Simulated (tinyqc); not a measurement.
Changing the temperature T: scattering of inversion-layer electrons by surface optical phonons of the gate insulator (remote phonon scattering). Computed by tinyqc, a small Python program. Command: `OMP_NUM_THREADS=1 python tinyqc.py 3110093 3110094 out.jsonl sophonon sweep`. One thread of a shared host (Intel(R) Xeon(R) Processor @ 2.30GHz), about 0.02 s of CPU time with the checks.

One subband with the Fang-Howard envelope; insulator and channel are half-spaces, the gate is far away, and an interlayer only moves the polar surface away by t (its own modes and its permittivity contrast are left out).

Inputs (values chosen for the exercise, modelled on AlN on silicon):
```
quantity,value,unit
static constant of the insulator eps_0s,8.95,-
intermediate constant eps_i,7.48,-
optical constant eps_inf,4.87,-
hbar omega_TO1,80.2,meV
hbar omega_TO2,90,meV
constant of the channel eps_s,11.7,-
in-plane mass m,0.184,m_0
valleys g_v,2,-
sheet density n,1.8e+12,1/cm^2
mean distance of the electrons z0 = 3/b,2.1,nm
interlayer thickness t,0.67,nm
mobility from other processes,430,cm^2/(V s)
```

Screening by the channel electrons: none.

Constants: k_B = 8.617333262e-05 eV/K; hbar^2/(2 m_0) = 3.80998212 eV angstrom^2; e^2/(4 pi eps_0) = 14.39964548 eV angstrom; hbar = 6.582119569e-16 eV s; e = 1.602176634e-19 C; m_0 = 9.1093837015e-31 kg.

Method:
- eps(w) = eps_inf + (eps_0s - eps_i) w1^2/(w1^2 - w^2) + (eps_i - eps_inf) w2^2/(w2^2 - w^2). Surface modes solve eps(w) + eps_s = 0, a quadratic in w^2; the strength of a mode is g = 2/(w d eps/dw).
- Occupation N = 1/(exp(hbar w/(k_B T)) - 1).
- Density of states D = g_v m/(pi hbar^2); eta = E_F/(k_B T) = ln(exp(n/(D k_B T)) - 1); screening wave number q_s = e^2 D/(2 eps_0 eps_avg) x 1/(1 + exp(-eta)), eps_avg = (eps_s + eps_inf)/2; b = 3/z0.
- For a mode of strength g, without the occupation factor, Area x |M(q)|^2 = e^2 hbar w g/(2 eps_0 q) x (b/(b + q))^6 exp(-2 q t).
- Approximate momentum relaxation rate, taking tau v alike in the initial and final states: 1/tau = (m/(2 pi hbar^3)) sum over modes and over absorption (N, E' = E + hbar w) and emission (N + 1, E' = E - hbar w > 0) of [(1 - f(E'))/(1 - f(E))] int_0^(2 pi) Area |M(q)|^2 (1 - cos theta) d theta, q^2 = k^2 + k'^2 - 2 k k' cos theta, f the Fermi function; 48 midpoints in theta from 0 to pi.
- mu = (e/m) int tau E f (1 - f) dE/(k_B T int f dE), by 300 midpoints from 0 to (max(eta, 0) + 14) k_B T; Matthiessen sum with the other processes.

One run for each value:
```
temperature T (K),remote-phonon mobility (cm^2/(V s)),total mobility (cm^2/(V s)),eta
120,1.0593e+08,430.00,0.7433
165,1.0363e+07,429.98,0.2457
210,2.6172e+06,429.93,-0.0944
255,1.0268e+06,429.82,-0.3513
300,5.1359e+05,429.64,-0.5570
345,2.9913e+05,429.38,-0.7284
390,1.9325e+05,429.05,-0.8751
435,1.3664e+05,428.65,-1.0033
480,1.0015e+05,428.16,-1.1171
```

Over the rows, remote-phonon mobility (cm^2/(V s)) falls from 1.06e8 to 100000 (exponent d ln y / d ln x -7.3 between the first rows and -3.2 between the last); total mobility (cm^2/(V s)) falls from 430.0 to 428.2; eta falls from 0.743 to -1.12.

Caution (all rows): a relaxation time is only an approximation for inelastic scattering, and static or no screening brackets the true dynamic screening only roughly.
